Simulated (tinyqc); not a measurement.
# Zero-field barrier from two thresholds

Question. The photoemission threshold over an interface barrier is Phi = P0 - sqrt(q F/(4 pi eps0 ei)). Find P0 and ei.

Constants: q = 1.602176634e-19 C, eps0 = 8.8541878128e-14 F/cm where lengths are in cm. Results are converted to the units shown.

thresholds at F = 0.3 and 3.7 MV/cm (eV): 1.3080554  1.0771013

Solution. Phi is linear in sqrt(F): the intercept is P0 and the slope gives ei.

P0 = 1.40 eV
ei = 5.11

Program tinyqc, `OMP_NUM_THREADS=1 python tinyqc.py 2410042 2410043 out.jsonl`; Intel Xeon 2.30GHz, shared host, one thread, about 0.01 s.
